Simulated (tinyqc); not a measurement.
Inside a calculation. Model: equation-of-state fits to an energy-volume table made by a known binding curve. Computed by tinyqc, a small Python program that keeps every step. Command: `OMP_NUM_THREADS=1 python tinyqc.py 3019106 3019107 out.jsonl eosfit walk`. One thread of a shared host (Intel(R) Xeon(R) Processor @ 2.30GHz), about 0.03 s of CPU time with the checks. Intermediate numbers are printed to about 6 digits and carried at full precision; extremes and crossings named in words are read from the listed rows.

With x = (V/V_0)^(1/3), the energy per atom is E = D [m x^-n - n x^-m]/(n - m), so that B0 = D n m/(9 V_0) and B' = (n + m + 6)/3. B' = dB/dP at P = 0.

Inputs (values chosen for the exercise, for a model crystal): cohesive energy D = 3.5 eV/atom; true volume V_0 = 13.5 angstrom^3/atom; repulsive exponent n = 10; attractive exponent m = 1; half-width of the volume window w = 0.06; shift of the window centre s = -0.023; points N = 9; compression V/V_0 for the pressure test = 0.9; noise amplitude = 0.026 meV.

Binding curve: Mie. Noise: added.

Constants: 1 eV/angstrom^3 = 160.2176634 GPa.

## Exact values of the curve

B0 and B' from the formulas above; P = -dE/dV at V = c V_0 (c the compression chosen), from the curve itself.

exact B0 = 46.1532 GPa

exact B' = 5.66667

exact pressure at c V_0 = 6.58162 GPa

## Energy-volume table

numbers xi_j, drawn evenly from -1 to 1: [0.6261, 0.4029, -0.4790, -0.3796, 0.0393, 0.6247, -0.4888, 0.9886, -0.1664]

Table: V_j = V_0 [1 + s + w (2 j/(N - 1) - 1)], j = 0..N-1, rounded to 0.001; E_j from the curve plus the noise amplitude times the listed numbers xi_j (xi_0 first), rounded to 1e-7 eV.

Table:
```
V (angstrom^3)      E (eV)
12.380          -3.4837356
12.582          -3.4894648
12.784          -3.4938351
12.987          -3.4969487
13.189          -3.4989121
13.392          -3.4998571
13.594          -3.4999199
13.797          -3.4990775
14.000          -3.4975435
```

## Birch-Murnaghan fit

Third-order Birch-Murnaghan is a cubic in u = V^(-2/3): fit it by linear least squares, find the minimum, and take B0 = V E''(V), B' = -1 - V E'''/E'' there.

fitted E0 = -3.49999 eV

fitted V0 = 13.4989 angstrom^3

fitted B0 = 45.9964 GPa

fitted B' = 5.94262

root-mean-square residual = 0.0109095 meV

Against the exact curve V0 is off by -0.008 %, B0 by -0.34 % and B' by +4.9 %.

## Errors of the Birch-Murnaghan fit

Errors are fitted minus exact, relative; the pressure at c V_0 uses P = (3 B0/2) (x^7 - x^5) [1 + (3/4)(B' - 4)(x^2 - 1)], x = (V0/V)^(1/3) with the fitted values.

error of B0 = -0.339814 %

error of B' = 4.86983 %

fitted pressure at c V_0 = 6.61206 GPa

error of that pressure = 0.462584 %

## Vinet fit by Gauss-Newton steps

Vinet: E = E0 + (9 B0 V0/h^2) {1 + [h (1 - x) - 1] exp(h (1 - x))}, P = 3 B0 (1 - x) x^-2 exp(h (1 - x)), x = (V/V0)^(1/3), h = (3/2)(B' - 1). Gauss-Newton steps on (E0, V0, B0, B'): solve J d = r by least squares, r the residuals and J their derivatives (central differences, relative step 1e-5); start from the parabola fit in V with B' = 4; stop when all relative changes are below 1e-7.

Iterations:
```
step   E0 (eV)  V0 (angstrom^3)  B0 (GPa)       B'  rms residual (meV)
0     -3.50025          13.5127   54.7037  4.00000            0.968793
1     -3.49999          13.5008   45.9003  5.73220            0.034485
2     -3.49999          13.4988   45.9954  5.98784            0.010855
3     -3.49999          13.4988   45.9973  5.98603            0.010855
4     -3.49999          13.4988   45.9973  5.98603            0.010855
5     -3.49999          13.4988   45.9973  5.98603            0.010855
```

B0, Vinet = 45.9973 GPa

B', Vinet = 5.98603

## Five forms on the same table

Murnaghan: E = E0 + (B0 V/B') [(V0/V)^B'/(B' - 1) + 1] - B0 V0/(B' - 1), P = (B0/B') [(V0/V)^B' - 1]. Birch-Murnaghan: E = E0 + (9 V0 B0/16) [y^3 B' + y^2 (2 - 4 y)], y = (V0/V)^(2/3) - 1; P = (3 B0/2) (x^7 - x^5) [1 + (3/4)(B' - 4)(x^2 - 1)], x = (V0/V)^(1/3). All are least-squares fits to the energies; for polynomials in V, B0 = V E'' and B' = -1 - V E'''/E'' at the minimum.

Fitted values:
```
form             V0 (angstrom^3)  B0 (GPa)        B'  P at c V_0 (GPa)
exact                    13.5000   46.1532   5.66667           6.58162
parabola in V            13.5127   54.7037  -1.00000                 -
cubic in V               13.4953   46.1378   7.14018                 -
Murnaghan                13.4996   45.9990   5.70862           6.64347
Birch-Murnaghan          13.4989   45.9964   5.94262           6.61206
Vinet                    13.4988   45.9973   5.98603           6.60580
```

In B0 the cubic in V form comes closest (-0.03 %) and the parabola in V form misses most (+18.53 %). A parabola in V has no third derivative, so its B' is -1 by construction. At c V_0, beyond the window, the pressure errors are Murnaghan +0.9 %, Birch-Murnaghan +0.5 %, Vinet +0.4 %.

## The width of the window

The table is made anew for each w.

Errors (%):
```
w     B0, parabola  B0, cubic  B0, Murnaghan  B0, Birch-Murnaghan  B0, Vinet  B', Birch-Murnaghan
0.03        17.578     -4.920         -3.126               -3.531     -3.470               32.517
0.05        18.049     -0.908         -0.572               -0.663     -0.672                7.598
0.08        20.054      1.565         -0.233               -0.060     -0.019                2.797
0.12        24.571      5.714         -0.449                0.205      0.362                2.001
0.16        31.296     11.784         -0.834                0.461      0.777                2.160
0.22        45.997     25.611         -1.557                0.962      1.582                2.922
```

The Birch-Murnaghan error of B0 is smallest among these at w = 0.08 (0.060 % in size); it is 3.531 % at the narrowest and 0.962 % at the widest. A narrow window magnifies the noise, since the energy range shrinks as w^2, and a wide one exposes the form. At the widest window the errors of B0 are +46.0 % for the parabola and +25.6 % for the cubic in V.

Checks made by the program: nonlinear Birch-Murnaghan fit against the linear one (relative difference 2e-10).
